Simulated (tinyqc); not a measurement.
Energy against coordination: Gupta-type many-body potential for a metal. Computed by tinyqc, a small Python program. Command: `OMP_NUM_THREADS=1 python tinyqc.py 3004276 3004277 out.jsonl gupta walk`. One thread of a shared host (Intel(R) Xeon(R) Processor @ 2.30GHz), about 0.01 s of CPU time with the checks.

E_i = sum_j A exp(-p (r_ij/r0 - 1)) - xi rho_i^gamma, with rho_i = sum_j exp(-2 q (r_ij/r0 - 1)); gamma = 1/2 is the tight-binding second-moment form. The crystal is fcc unless stated; d is the neighbour distance and a fixed number of shells is kept.

Inputs (values chosen for the exercise, modelled on copper):

| quantity | value | unit |
|---|---|---|
| repulsion A | 0.0821 | eV |
| hopping xi | 1.22 | eV |
| decay p | 10.8 | - |
| decay q | 2.32 | - |
| reference distance r0 | 2.556 | angstrom |
| embedding exponent gamma | 0.5 | - |

Method. Nearest neighbours only, z equal bonds relaxed to their best length: r/r0 = 1 + ln[A p z^(1 - gamma)/(2 q gamma xi)]/(p - 2 q gamma), E = z A exp(-p (r/r0 - 1)) - xi [z exp(-2 q (r/r0 - 1))]^gamma.

Relaxed bonds:

| z | r (angstrom) | E per atom (eV) | E/z (eV) |
|---|---|---|---|
| 1 | 2.2062 | -1.3160 | -1.3160 |
| 2 | 2.3106 | -1.6927 | -0.8463 |
| 3 | 2.3717 | -1.9613 | -0.6538 |
| 4 | 2.4151 | -2.1773 | -0.5443 |
| 6 | 2.4762 | -2.5227 | -0.4205 |
| 8 | 2.5195 | -2.8006 | -0.3501 |
| 9 | 2.5373 | -2.9230 | -0.3248 |
| 12 | 2.5806 | -3.2449 | -0.2704 |

What does the comparison show, and why?

Bonds lengthen from 2.206 to 2.581 angstrom between z = 1 and 12, and |E| grows as z^0.363, the exponent gamma (p - 2q)/(p - 2 q gamma) = 0.363; pair bonds would give z^1 at a fixed length.

Extremes, crossings and ranges named in words are read from the listed rows.
